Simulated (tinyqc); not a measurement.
Worked calculation: spin coating of a resist or spin-on film: centrifugal thinning, evaporation and the final thickness (Emslie and Meyerhofer models). Computed by tinyqc, a small Python program that keeps every step. Command: `OMP_NUM_THREADS=1 python tinyqc.py 3112057 3112058 out.jsonl spincoat walk`. One thread of a shared host (Intel(R) Xeon(R) Processor @ 2.30GHz), about 0.07 s of CPU time with the checks. Intermediate numbers are printed to about 6 digits and carried at full precision; extremes and crossings named in words are read from the listed rows.

A Newtonian film stays uniform over the wafer; solvent and solids have the same density and the concentration is uniform through the thickness.

Inputs (values chosen for the exercise, of the order of those of a polymer resist in an ester solvent):
```
quantity                                 value          unit
solids volume fraction c0                 0.11             -
kinematic viscosity of the solvent nu_s    2.1        mm^2/s
viscosity constant k                       630        mm^2/s
viscosity exponent gamma                     2             -
spin speed f                              4000           rpm
evaporation rate at 1000 rpm e0           0.07  micrometre/s
starting thickness h0                      100    micrometre
time t                                    0.43             s
wafer radius R                             150            mm
shrinkage in the bake                    0.033             %
```

## Rates

omega = 2 pi f/60; nu(c) = nu_s + k c^gamma; evaporation rate e = e0 sqrt(f/1000 rpm). Flow constant K = 2 omega^2/(3 nu(c0)); Reynolds number of the air omega R^2/nu_air with nu_air = 15 mm^2/s.

omega = 418.879 1/s

nu(c0) = 9.723 mm^2/s

evaporation rate e = 0.14 micrometre/s

flow constant K = 0.0120306 1/(micrometre^2 s)

Reynolds number of the air = 628319

Caution: above a Reynolds number of about 3e5 the air flow near the rim turns turbulent, and evaporation is no longer uniform.

## Thinning without evaporation

dh/dt = -K h^3 gives h = h0/sqrt(1 + 2 K h0^2 t); for long times h = 1/sqrt(2 K t).

h(t) without evaporation = 9.78406 micrometre

long-time form = 9.83123 micrometre

time 1/(2 K h0^2) = 0.00415608 s

The long-time form is within 0.48 %: the starting thickness is forgotten.

## The two-stage estimate

Meyerhofer estimate: flow rules until (1 - c0) K h^3 = e, then evaporation alone: h_w = (e/((1 - c0) K))^(1/3), dry film c0 h_w.

wet thickness h_w = 2.35587 micrometre

dry film, estimate = 259.145 nm

drying time (1 - c0) h_w/e = 14.9766 s

## First explicit step of the full model

Solids s and liquid l per area start at s = c0 h0, l = (1 - c0) h0. With h = h0 and c = c0: Q = K h^3, K = 2 omega^2/(3 nu); one Euler step of length dt = 0.01 h0/Q for s and l, ds/dt = -c Q, dl/dt = -(1 - c) Q - e.

Q = 12030.6 micrometre/s

dt = 8.31217e-05 s

s = 10.89 micrometre

l = 88.1100 micrometre

Q/e at the start = 85932.5

## The full model

Full model for solids s and liquid l per area, h = s + l, c = s/h: ds/dt = -c Q, dl/dt = -(1 - c) Q - e, Q = 2 omega^2 h^3/(3 nu(c)); integrated adaptively (relative tolerance 1e-9) until l = 0. Dry film = s at l = 0, before the bake; film after the bake = s x (1 - shrinkage).

time to dry = 19.3390 s

dry film = 289.095 nm

film after the bake = 288.999 nm

## Course in time

Times are fractions of the time to dry.

History:
```
fraction        t (s)  h (micrometre)         c  nu (mm^2/s)          Q/e   s (nm)
0.003     5.80169e-02         25.8531  0.110024        9.726  1.48438e+03  2844.47
0.010     1.93390e-01         14.4994  0.110140        9.742  2.61421e+02  1596.95
0.030     5.80169e-01          8.4179  0.110714        9.822  5.07407e+01   931.98
0.100     1.93390e+00          4.5770  0.114407       10.346  7.74329e+00   523.64
0.200     3.86779e+00          3.1611  0.123063       11.641  2.26726e+00   389.02
0.350     6.76863e+00          2.2477  0.143642       15.099  6.28409e-01   322.87
0.500     9.66948e+00          1.6931  0.177037       21.846  1.85618e-01   299.74
0.700     1.35373e+01          1.1059  0.262714       45.582  2.47929e-02   290.54
0.900     1.74051e+01          0.5599  0.516401      170.102  8.62232e-04   289.14
```

Q/e drops below 1 between t = 3.9 and 6.8 s, when c has risen from 0.11 to about 0.144; after that row the solids fall by a further 10 %. The full model gives 1.12 times the two-stage estimate.

## Spin curve

The formulas are those given above.

Dry film against speed:
```
f (rpm)  full model (nm)  estimate (nm)  time to dry (s)
500              817.576        732.974          154.473
1000             578.165        518.291           77.305
1500             472.080        423.183           51.552
2000             408.837        366.487           38.669
3000             333.817        299.235           25.783
4000             289.095        259.145           19.339
6000             236.045        211.591           12.894
```

The full thickness goes as f^-0.500; the estimate as (e/omega^2)^(1/3) = f^(-1/2). The time to dry goes as f^-1.00. A thickness window of 1 % allows a speed error of about 2 %.

Checks made by the program: constant-viscosity run against c0 h0 exp(-int K h^2 dt) (relative difference 1e-05).
